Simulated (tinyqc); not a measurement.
Zener tunnelling in a reverse-biased junction, two-band WKB: two steps of the calculation.

Abrupt p-n junction, depletion approximation. Energies E are counted from the conduction-band edge of the neutral n side; its Fermi level lies at dn, that of the p side at dn - V, and the valence-band edge of the neutral p side at Em = dn + dp - V. Tunnelling needs 0 < E < Em. Two-band dispersion with equal masses m: inside the gap kappa = sqrt(m u (1 - u/Eg)/C), u the distance from a band edge, C = hbar^2/(2 m0).

Parameters, values chosen for the exercise; band and dielectric values close to those of gallium arsenide: temperature T = 300 K; band gap Eg = 1.44 eV; conduction-band density of states at 300 K Nc = 4.33e17 cm^-3; valence-band density of states at 300 K Nv = 8.91e18 cm^-3; band-edge mass of the two-band model m = 0.081 m0; acceptor density Na = 9e18 cm^-3; donor density Nd = 5.3e18 cm^-3; bias of the p side V = -1.4 V; points of the energy grid nE = 13.

Constants: q = 1.602176634e-19 C, kB = 1.380649e-23 J/K, hbar = 1.054571817e-34 J s, h = 6.62607015e-34 J s, m0 = 9.1093837015e-31 kg, Vt = kB T/q, hbar^2/(2 m0) = 0.0380998212 eV nm^2. Results are converted to the units shown.

Problem 1. Fermi levels and built-in voltage. Nd = Nc F12(dn/Vt), Na = Nv F12(dp/Vt), F12(x) = (2/sqrt(pi)) int_0^infinity sqrt(u)/(1 + exp(u - x)) du; dn = EF - Ec on the n side, dp = Ev - EF on the p side (negative outside the bands); Vbi = Eg + dn + dp.

Find: dn; dp; Vbi.

Solution 1.

dn = 0.16254 eV
dp = 0.0093655 eV
Vbi = 1.6119 V

Boltzmann statistics would give dn = 0.0648 eV and dp = 2.60e-4 eV. At zero bias the bands of the two sides overlap by dn + dp.

Problem 2. Current density on a coarse grid. J = KJ exp(-S) Eb times the integral from 0 to Em of [f(E - dn) - f(E - dn + V)] [1 - exp(-min(E, Em - E)/Eb)] dE, f(x) = 1/(1 + exp(x/Vt)), with S and Eb from the mean field; J > 0 flows from p to n. KJ = (2 q^2/h) m/(4 pi C) (times 1e14 for A/cm^2 per eV^2). Simpson's rule on nE equally spaced points from 0 to Em.

dn = 0.16254135 eV
dp = 0.0093654764 eV
S = 23.665112
Eb = 15.212267 meV

Give: E; difference of the f; transverse factor; integral; KJ; J.

Solution 2.

| point | E (eV) | difference of the f | transverse factor |
|---|---|---|---|
| 0 | 0.0000 | -0.0019 | 0.0000 |
| 1 | 0.1310 | -0.2279 | 0.9998 |
| 2 | 0.2620 | -0.9791 | 1.0000 |
| 3 | 0.3930 | -0.9999 | 1.0000 |
| 4 | 0.5240 | -1.0000 | 1.0000 |
| 5 | 0.6550 | -1.0000 | 1.0000 |
| 6 | 0.7860 | -1.0000 | 1.0000 |
| 7 | 0.9169 | -1.0000 | 1.0000 |
| 8 | 1.0479 | -1.0000 | 1.0000 |
| 9 | 1.1789 | -1.0000 | 1.0000 |
| 10 | 1.3099 | -0.9999 | 1.0000 |
| 11 | 1.4409 | -0.9910 | 0.9998 |
| 12 | 1.5719 | -0.4104 | 0.0000 |

integral = -1.3463 eV
KJ = 1.3108e9 A/(cm^2 eV^2)
J = -0.0014166 A/cm^2

Range of the model: Parabolic densities of states, no band tails and no gap narrowing, all of which matter at such doping.

Computed by the program tinyqc: `OMP_NUM_THREADS=1 python tinyqc.py 2620171 2620172 out.jsonl`, one thread of a shared Intel Xeon 2.30GHz, about 0.03 s for the whole run.
